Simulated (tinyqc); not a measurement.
Comparisons within one model: valley splitting in a one-orbital chain of atomic planes (second-neighbour model). A value that a table varies takes the place of the one given here.

Each (001) plane carries one orbital with energy e0, hopping v to the next plane and u to the second: E(phi) = e0 + 2 v cos(phi) + 2 u cos(2 phi), where phi = pi - k a/4 (the sign of every second orbital is chosen so that v > 0, which shifts the phase by pi). The minimum lies at cos(phi0) = -v/(4u), phi0 = pi - (pi/2) k0 for a valley at k0 (2 pi/a), and e0 puts it at zero. A slab of N planes has hard walls: the matrix simply ends.

A well of Nw planes between barriers of 40 planes each (as of a SiGe alloy, taken as an offset alone). With x = j - 39.5 for plane j = 0, 1, ..., the potential is V0 (f(x) + f(Nw - x)) + F (j - 40) a/4, f(y) = 1/(1 + exp(y/L)), a step for L = 0; L is in planes, 4 L is about the distance over which f goes from 0.88 to 0.12, and 1 MV/m = 1e-4 V/angstrom.

Constants: hbar^2/2m0 = 3.80998211 eV angstrom^2.

Inputs chosen for the exercise (near those of the Delta valleys of silicon; abrupt walls in this chain split the valleys several times more than measured wells; the results hold for these values, not for the real material):
- a = 5.422 angstrom (lattice constant; planes lie a/4 apart)
- ml = 0.947 m0 (longitudinal mass)
- N0 = 38 (first number of planes)
- Nf = 100 (planes in the thick slab)
- V0 = 0.25 eV (barrier height)
- F = 8 MV/m (field)
- Nw = 57 (planes in the well)
- k0 = 0.805 2 pi/a (position of the valley)

## Splitting against the number of planes

u = 0.602163 eV
v = 0.726300 eV
e0 = 1.423334 eV
phi0 = 1.877102 rad

Ten slabs from N0 on, of thickness (N - 1) a/4 between the outer planes. Effective mass: E1 = (c/ml)(pi/W)^2 with W = (N + 2) a/4: the amplitude vanishes on two missing planes at each end, and the envelope has its nodes N + 2 spacings apart. Large-N estimate of the splitting: 16 pi^2 u |sin(phi0) sin((N + 2) phi0)|/(N + 2)^3.

Doublet (meV):

| N | thickness (angstrom) | mean level | effective mass | splitting | estimate |
|---|---|---|---|---|---|
| 38 | 50.15 | 13.47 | 13.51 | 0.382 | 0.438 |
| 39 | 51.51 | 12.85 | 12.86 | 1.310 | 1.315 |
| 40 | 52.86 | 12.22 | 12.25 | 0.401 | 0.360 |
| 41 | 54.22 | 11.67 | 11.69 | 0.910 | 0.938 |
| 42 | 55.58 | 11.15 | 11.16 | 0.861 | 0.841 |
| 43 | 56.93 | 10.65 | 10.67 | 0.310 | 0.344 |
| 44 | 58.29 | 10.21 | 10.21 | 0.929 | 0.930 |
| 45 | 59.64 | 9.77 | 9.78 | 0.251 | 0.224 |
| 46 | 61.00 | 9.37 | 9.38 | 0.675 | 0.692 |
| 47 | 62.35 | 8.99 | 9.00 | 0.604 | 0.590 |

The mean level falls smoothly, from 13.5 to 9.0 meV, within 0.3 % of the effective-mass value. The splitting swings between 0.251 (N = 45) and 1.310 meV (N = 39): one plane more or less changes the phase between the two walls by phi0 = 1.877 rad. The estimate misses the computed values by at most 0.055 meV.

## Splitting against the electric field

A thick slab in a field F: plane j = 0, 1, ... gains the energy F j a/4 (1 MV/m = 1e-4 V/angstrom), which presses the electron against the first wall. The exponent is the slope of ln(splitting) against ln F between 20 and 50 MV/m.

Doublet:

| F (MV/m) | mean level (meV) | splitting (meV) | splitting/F (meV per MV/m) |
|---|---|---|---|
| 1 | 7.86 | 0.1425 | 0.1425 |
| 2 | 12.31 | 0.2845 | 0.1422 |
| 5 | 22.39 | 0.7114 | 0.1423 |
| 10 | 35.10 | 1.4233 | 0.1423 |
| 20 | 54.83 | 2.8486 | 0.1424 |
| 30 | 71.01 | 4.2755 | 0.1425 |
| 50 | 98.10 | 7.1335 | 0.1427 |

exponent = 1.00

The splitting goes from 0.1425 to 7.1335 meV. At high field it grows as F^1.00: at a single hard wall it follows the squared slope of the envelope, which is proportional to F, while the level itself grows about as F^(2/3) (here F^0.63). A hard wall is the sharpest interface possible; real Si interfaces split several times less.

## Sharp and graded interfaces

The lowest doublet for several interface widths L.

Doublet:

| L (planes) | 4 L (angstrom) | mean level (meV) | splitting (micro-eV) |
|---|---|---|---|
| 0.00 | 0.00 | 28.02 | 1139.22 |
| 0.25 | 1.36 | 28.17 | 600.03 |
| 0.50 | 2.71 | 28.40 | 126.84 |
| 0.75 | 4.07 | 28.70 | 26.62 |
| 1.00 | 5.42 | 29.07 | 5.25 |
| 1.50 | 8.13 | 29.99 | 0.17 |
| 2.00 | 10.84 | 31.12 | 0.00 |

The mean level moves by +3.1 meV over the table, while the splitting falls from 1139.2 micro-eV at a step to 5.25 at L = 1 plane, a factor 217. Coupling the valleys needs the Fourier component of the potential at twice the valley wave vector, a period of a few planes, and grading removes it. Random alloy disorder, left out here, sets the splitting once this part is gone.

## What each parameter does

Step interfaces (L = 0). u, v, e0 follow from 8 u sin^2(phi0) = (2c/ml)/(a/4)^2, v = -4u cos(phi0), e0 = 2u + v^2/(4u), c = hbar^2/2m0. Each row changes one parameter from the base and keeps the others.

Results:

| case | mean level (meV) | splitting (micro-eV) |
|---|---|---|
| base | 28.02 | 1139.2 |
| k0 = 0.815 2 pi/a | 28.02 | 1134.5 |
| ml = 1.042 m0 | 27.16 | 1139.0 |
| V0 = 0.375 eV | 28.60 | 1139.8 |
| F = 16 MV/m | 42.70 | 2277.7 |
| Nw = 58 | 28.02 | 1141.6 |

The largest shifts from the base row, up to three for each result and ties (the steps differ in size, so this ranks the rows, not the parameters). mean level (meV): F +14.68, ml -0.86, V0 +0.58; unchanged at the printed digits by k0 and Nw. splitting (micro-eV): F +1138.4, k0 -4.7, Nw +2.4.

(tinyqc, `OMP_NUM_THREADS=1 python tinyqc.py 1480914 1480915 out.jsonl`, Intel(R) Xeon(R) Processor @ 2.30GHz, 1 thread, shared host, about 0.02 s.)
